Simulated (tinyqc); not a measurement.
n-type polysilicon, carrier trapping at grain boundaries: one step of the calculation.

One-dimensional grains of size Lg, uniform ionised doping N, monovalent traps Qt at each boundary at a depth Et below (for electrons) or above (for holes) the band edge there, abrupt depletion of width W on each side of a boundary, Boltzmann statistics. xi is the distance from the band edge at the grain centre to the Fermi level. Trapped charge Qt/(1 + exp((xi + VB - Et)/Vt)) = 2 N W, barrier VB = q N W^2/(2 eps0 eps_r).

Problem. Resistivity and effective mobility. n0 = NB exp(-xi/Vt); mean density n0 (1 - 2 W/Lg) by charge balance in a partly depleted grain, and n0 (sqrt(pi)/2) erf(u)/u with u = sqrt(VB/Vt) in a fully depleted one; v = sqrt(kB T/(2 pi ms m0)); barrier resistivity Vt exp(VB/Vt)/(q fe n0 v Lg); grain resistivity (1 - 2 W/Lg)/(q n0 mug); effective mobility 1/(q mean density total resistivity).

Values chosen for this exercise; values of the order met in polycrystalline silicon: temperature T = 300 K; conduction-band density of states at T NB = 2.8e19 cm^-3; grain size Lg = 110 nm; mass for thermionic emission ms = 0.5 m0; correction factor of the emission rate fe = 0.5; mobility inside the grains mug = 170 cm^2/(V s).

Constants: q = 1.602176634e-19 C, kB = 1.380649e-23 J/K, m0 = 9.1093837015e-31 kg, Vt = kB T/q. Results are converted to the units shown.

W = 10.377320 nm
xi = 0.10255702 V
VB = 0.044135911 V

Wanted: n0; mean density; v; barrier resistivity; grain resistivity; resistivity; effective mobility.

Solution.

n0 = 5.300e17 cm^-3
mean density = 4.300e17 cm^-3
v = 3.804e6 cm/s
barrier resistivity = 0.08023 ohm cm
grain resistivity = 0.05620 ohm cm
resistivity = 0.1364 ohm cm
effective mobility = 106.4 cm^2/(V s)

The resistivity is 1.97 times that of a single crystal with the same N and mobility mug, and the mean density is 81.1 % of N.

Numbers from tinyqc (`OMP_NUM_THREADS=1 python tinyqc.py 2830130 2830131 out.jsonl`; about 0.01 s on one thread of a shared Intel Xeon 2.30GHz).
